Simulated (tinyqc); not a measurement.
Trench capacitor in an array: capacitance, non-linearity, leakage and relaxation: two steps of the calculation.

A film between two metal electrodes, each interface adding a series capacitance ci. The small-signal permittivity is ek (1 + aq E^2); the field is found with the linear permittivity. Leakage J = J0 sinh(E/Ef). After a voltage step the film passes a relaxation current kr C V tt^(-nr), tt being the time in seconds. The sidewall is a coaxial capacitor with radii a = dm/2 - t and b = dm/2, depth AR dm; the end face is left out.

Inputs (values chosen for the exercise); permittivity of the order of that of titanium dioxide: relative permittivity of the film ek = 78.5; film thickness t = 17 nm; capacitance of each electrode interface (dead layer and screening) ci = 1000 uF/cm^2; quadratic field coefficient of the permittivity aq = 0.02 cm^2/MV^2; bias V = 2 V; leakage prefactor J0 = 5.5e-10 A/cm^2; field for an e-fold rise of the leakage Ef = 0.22 MV/cm; diameter of the hole dm = 150 nm; aspect ratio, depth over diameter AR = 20; pitch of the square array pt = 320 nm; resistivity of the inner electrode rho = 120 uohm cm.

Constants: eps0 = 8.8541878128e-14 F/cm where lengths are in cm. Results are converted to the units shown.

Task 1. Planar capacitance, field and non-linearity. Planar film: Cf = eps0 ek/t, 1/C = 1/Cf + 2/ci, EOT = 3.9 eps0/C, effective permittivity C t/eps0, E = (V/t) C/Cf; quadratic coefficient [C(V)/C - 1]/V^2 with Cf (1 + aq E^2) in C(V).

Find: Cf; C; EOT; effective permittivity; E; quadratic coefficient; J.

Result 1.

Cf = 4.089 uF/cm^2
C = 4.055 uF/cm^2
EOT = 0.8515 nm
effective permittivity = 77.86
E = 1.167 MV/cm
quadratic coefficient = 6752 ppm/V^2
J = 5.532e-8 A/cm^2

The interfaces take 0.811 % of the voltage.

Task 2. Cell capacitance, fields and time constant. Per length 1/c = ln(b/a)/(2 pi eps0 ek) + (1/a + 1/b)/(2 pi ci); cell capacitance c AR dm; per footprint over pt^2; fields c V/(2 pi eps0 ek r) at r = a and b; resistance of the inner electrode rho AR dm/(pi a^2); time constant R C/3 of the distributed line.

Wanted: a; b; cell capacitance; capacitance per footprint; field at a; field at b; R; R C/3.

Result 2.

a = 58.00 nm
b = 75.00 nm
cell capacitance = 50.55 fF
capacitance per footprint = 49.37 uF/cm^2
field at a = 1.331 MV/cm
field at b = 1.029 MV/cm
R = 0.3406 kohm
R C/3 = 5.740 ps

The array gives 12.2 times the planar capacitance per footprint; curvature makes the field at the inner electrode 1.14 times the planar value.

Computed by the program tinyqc: `OMP_NUM_THREADS=1 python tinyqc.py 2102039 2102040 out.jsonl`, one thread of a shared Intel Xeon 2.30GHz, about 0.01 s for the whole run.
